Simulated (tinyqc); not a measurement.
Worked calculation: Gamma, L and X subbands of a thin body with non-parabolic valleys. Values are carried at full precision from step to step, so a last printed digit may differ when a step is redone from the rounded ones.

Hard walls, flat band, c = hbar^2/2m0, energies from the bulk Gamma edge. For a valley at angle theta to the normal 1/m_z = cos^2/ml + sin^2/mt and m_d = sqrt(ml mt^2/m_z). Subband n starts at E_v + e with e (1 + a e) = c (n pi/t)^2/m_z, and its density-of-states mass is taken as m_d (1 + 2 a e), without further growth at higher in-plane energy. Groups are named by valley and degeneracy.

Constants: hbar^2/2m0 = 3.80998211 eV angstrom^2; kB = 8.617333262e-05 eV/K.

Values chosen for the exercise (near those of a thin Ge channel; shifted at random, so the results belong to these values and not to a real crystal):
- face = 111 (surface)
- mG = 0.0387 m0 (Gamma mass)
- aG = 1.04 1/eV (Gamma non-parabolicity)
- EL = -0.151 eV (L edge above Gamma)
- mL = (1.637, 0.082) m0 (L valleys (four, along <111>): ml, mt)
- EX = 0.033 eV (X edge above Gamma)
- mX = (0.911, 0.194) m0 (Delta valleys (six, along <100>): ml, mt)
- aS = 0.38 1/eV (non-parabolicity of L and X)
- t = 76 angstrom (body thickness)
- Ns = 2.4 x 1e12/cm^2 (sheet density)
- T = 300 K (temperature)
- eot = 6 angstrom (equivalent oxide thickness)

## Valley groups

List degeneracy, edge, m_z, m_d and a.

Groups:
```
group  g  E_v (eV)     m_z     m_d  a (1/eV)
G1     1     0.000  0.0387  0.0387      1.04
L1     1    -0.151  1.6370  0.0820      0.38
L3     3    -0.151  0.0917  0.3465      0.38
X6     6     0.033  0.2630  0.3611      0.38
```

## Subband edges

n = 1 to 8 for each group; list the ten lowest.

Subbands:
```
subband  g   E (eV)  DOS mass
L1 n=1   1  -0.1470    0.0822
L1 n=2   1  -0.1352    0.0830
L1 n=3   1  -0.1157    0.0842
L1 n=4   1  -0.0888    0.0859
L3 n=1   3  -0.0818    0.3647
L1 n=5   1  -0.0551    0.0880
L1 n=6   1  -0.0149    0.0905
L1 n=7   1   0.0312    0.0934
X6 n=1   6   0.0575    0.3678
L1 n=8   1   0.0828    0.0966
```

The lowest subband is L1 n=1, 12 meV below L1 n=2; in the bulk the lowest valley is L.

## Filling and quantum capacitance

n_i = g m/(2 pi c) kB T ln(1 + exp((EF - E_i)/kB T)), sum n_i = Ns (1e12/cm^2 = 1e-4/angstrom^2), c = hbar^2/2m0. Quantum capacitance Cq = 1602.176634 sum g m/(2 pi c) f_i in microfarad/cm^2 with f_i = 1/(1 + exp((E_i - EF)/kB T)); Cox = 34.5313/eot (one gate); C/Cox = Cq/(Cq + Cox), the centroid term left out.

Over the ten listed subbands, named by valley (G, L, X), degeneracy and number.

EF = -0.1463 eV

n_i in the order of the list (1e12/cm^2): 0.629  0.450  0.243  0.096  0.939  0.028  0.006  0.001  0.009  0.000

Cq = 12.73 microfarad/cm^2
Cox = 5.755 microfarad/cm^2
C/Cox = 0.689

EF lies 1 meV above the lowest edge; Gamma holds 0 % of the electrons. The low density of states costs 31 % of the gate capacitance.

## Checks

- Cq against the slope dNs/dEF by finite differences, microfarad/cm^2: both 12.73.

Computed by tinyqc, a small Python program: `OMP_NUM_THREADS=1 python tinyqc.py 1280291 1280292 out.jsonl` (the numbers bound the seed that draws the inputs); one thread of a shared host (Intel(R) Xeon(R) Processor @ 2.30GHz), about 0.02 s for the whole set of steps.
